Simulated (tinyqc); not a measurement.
Modulation-doped quantum well, Poisson-Schroedinger loop: one step of the calculation.

A well of width L centred at z = 0 between barriers Vb; effective-mass electrons, parabolic bands. The electrons come from donor sheets outside the mesh, a share fL of Ns on the left and the rest on the right, so the structure is neutral. Energies are counted from the band edge of the well, with U = 0 on the first node in the Hartree part.

Problem. Levels and probability densities. Tridiagonal Hamiltonian with psi = 0 one step beyond both ends: H_ii = C (1/m_(i-1/2) + 1/m_(i+1/2))/hz^2 + V0_i + U_i, H_(i,i+1) = -C/(m_(i+1/2) hz^2), C = hbar^2/(2 m0). The lowest 3 level(s) are kept, normalised to hz sum |psi|^2 = 1.

Parameters, values chosen for the exercise:
- hz = 1.9 nm (mesh step)

Constants: q = 1.602176634e-19 C, hbar = 1.054571817e-34 J s, m0 = 9.1093837015e-31 kg, hbar^2/(2 m0) = 0.0380998212 eV nm^2. Results are converted to the units shown.

fixed potential V0, node 1 to 15 (eV): [0.39700000, 0.39700000, 0.39700000, 0.39700000, 0.00000000, 0.00000000, 0.00000000, 0.00000000, 0.00000000, 0.00000000, 0.00000000, 0.39700000, 0.39700000, 0.39700000, 0.39700000]
self-consistent potential U at the start, node 1 to 15 (eV): [0, 0, 0, 0, 0, 0, 0, 0, 0, 0, 0, 0, 0, 0, 0]
mass on the intervals 1/2, 3/2, ... (mean of both at an interface) (m0): [0.255, 0.255, 0.255, 0.255, 0.2285, 0.202, 0.202, 0.202, 0.202, 0.202, 0.202, 0.2285, 0.255, 0.255, 0.255, 0.255]

Find: levels; |psi|^2 of E1; |psi|^2 of E2; |psi|^2 of E3.

Solution.

levels (eV): E1 0.00708, E2 0.02765, E3 0.05953
|psi|^2 of E1, node 1 to 15 (1/nm): [0.0000, 0.0000, 0.0000, 0.0002, 0.0246, 0.0679, 0.1082, 0.1245, 0.1082, 0.0679, 0.0246, 0.0002, 0.0000, 0.0000, 0.0000]
|psi|^2 of E2, node 1 to 15 (1/nm): [0.0000, 0.0000, 0.0000, 0.0008, 0.0786, 0.1257, 0.0581, 0.0000, 0.0581, 0.1257, 0.0786, 0.0008, 0.0000, 0.0000, 0.0000]
|psi|^2 of E3, node 1 to 15 (1/nm): [0.0000, 0.0000, 0.0000, 0.0015, 0.1220, 0.0512, 0.0239, 0.1291, 0.0239, 0.0512, 0.1220, 0.0015, 0.0000, 0.0000, 0.0000]

Numbers from tinyqc (`OMP_NUM_THREADS=1 python tinyqc.py 2140124 2140125 out.jsonl`; about 0.3 s on one thread of a shared Intel Xeon 2.30GHz).
